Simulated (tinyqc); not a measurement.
Worked calculation: Hubbard ring of 3 sites. One step of it, computed by the program tinyqc.

Problem. Mean-field iteration 2. H(up) = T + U n(down), H(down) = T + U n(up); fill the lowest levels; n(new) = n + mixing (n(out) - n); E = tr T (rho up + rho down) + U sum n_up n_down of the output.

one-body matrix (hopping and site energies) (eV):
```
           1          2          3
1   0.000000  -1.730000  -1.730000
2  -1.730000   0.000000  -1.730000
3  -1.730000  -1.730000   0.000000
```

U = 8.400000 eV

electrons, up and down: 2  1

mixing = 0.500000

n(up) after iteration 1: 1 0.982704, 2 0.143091, 3 0.982704

n(down) after iteration 1: 1 0.037030, 2 0.817440, 3 0.037030

Give: levels, up; levels, down; energy; n(up) after iteration 2; n(down) after iteration 2.

Solution.

levels, up (eV): -2.0875  2.0411  7.5350

levels, down (eV): 0.2483  7.4784  9.9847

energy = -1.4318 eV

n(up) after iteration 2: 1 0.9740, 2 0.1063, 3 0.9740

n(down) after iteration 2: 1 0.0515, 2 0.8428, 3 0.0515
